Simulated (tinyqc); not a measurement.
Changing the temperature T: microkinetic model of a Langmuir-Hinshelwood surface reaction A + (1/2) B2 = AB with Bronsted-Evans-Polanyi barriers. Computed by tinyqc, a small Python program. Command: `OMP_NUM_THREADS=1 python tinyqc.py 3023966 3023967 out.jsonl microkin sweep`. One thread of a shared host (Intel(R) Xeon(R) Processor @ 2.30GHz), about 0.01 s of CPU time with the checks.

A adsorbs in equilibrium; B2 dissociates irreversibly on two free sites; adsorbed A and B react irreversibly and AB leaves at once. theta_A + theta_B + theta_* = 1.

Inputs (values chosen for the exercise, for a model catalyst):
```
quantity                               value   unit
adsorption energy of A, E_A           -0.863     eV
adsorption energy per B atom, E_B      -1.19     eV
entropy loss of A, S_A                   1.9  meV/K
entropy loss of B2, S_B                  1.4  meV/K
slope a1 of the dissociation barrier    0.41      -
intercept b1                             1.6     eV
slope a2 of the reaction barrier         0.4      -
intercept b2                            0.25     eV
pressure p_A                           0.091    bar
pressure p_B                            0.15    bar
```

Constants: k_B = 8.617333262e-05 eV/K; hbar = 6.582119569e-16 eV s.

Method:
- K_A = exp(-(E_A + T S_A)/(k_B T)) per bar; barriers E1 = max(b1 + a1 2 E_B, 0), E2 = b2 - a2 (E_A + E_B); k1 = (k_B T/h) exp(-S_B/k_B) exp(-E1/(k_B T)) per bar, k2 = (k_B T/h) exp(-E2/(k_B T)), h = 2 pi hbar.
- theta_A = K_A p_A theta_*; 2 k1 p_B theta_*^2 = k2 theta_A theta_B, so theta_B = w theta_* with w = 2 k1 p_B/(k2 K_A p_A); theta_* = 1/(1 + K_A p_A + w); rate r = k2 theta_A theta_B.
- From r = 2 k1 p_B theta_*^2: order in p_B and degree of control of step 1 = 1 - 2 theta_B; control of step 2 = 2 theta_B; order in p_A = 2 (theta_B - theta_A). Apparent energy = (E1 + k_B T)(1 - 2 theta_B) + (E2 + k_B T) 2 theta_B + E_A x order in p_A.

One run for each value:
```
temperature T (K)  rate r (1/s per site)  apparent activation energy (eV)     theta_A     theta_B  theta_*
400                           3.7979e-04                           1.7653  6.4222e-01  2.2259e-03  0.35555
462                           3.2917e-02                           0.7389  5.7336e-02  2.8895e-02  0.91377
525                           2.3630e-01                           0.5940  4.1730e-03  9.9333e-02  0.89649
588                           8.5795e-01                           0.4854  4.6475e-04  2.2874e-01  0.77079
650                           1.8999e+00                           0.3528  7.2008e-05  3.9369e-01  0.60624
712                           2.9784e+00                           0.2250  1.3862e-05  5.5354e-01  0.44645
775                           3.7444e+00                           0.1230  3.1403e-06  6.8269e-01  0.31731
838                           4.1251e+00                           0.0519  8.4440e-07  7.7460e-01  0.22540
900                           4.2361e+00                           0.0059  2.6913e-07  8.3635e-01  0.16365
```

What does the table show?

Over the rows, rate r (1/s per site) rises from 3.80e-4 to 4.24 (exponent d ln y / d ln x 31 between the first rows and 0.37 between the last); apparent activation energy (eV) falls from 1.77 to 0.00591 (exponent d ln y / d ln x -6.0 between the first rows and -30 between the last); theta_A falls from 0.642 to 2.69e-7 (exponent d ln y / d ln x between -20 and -16).
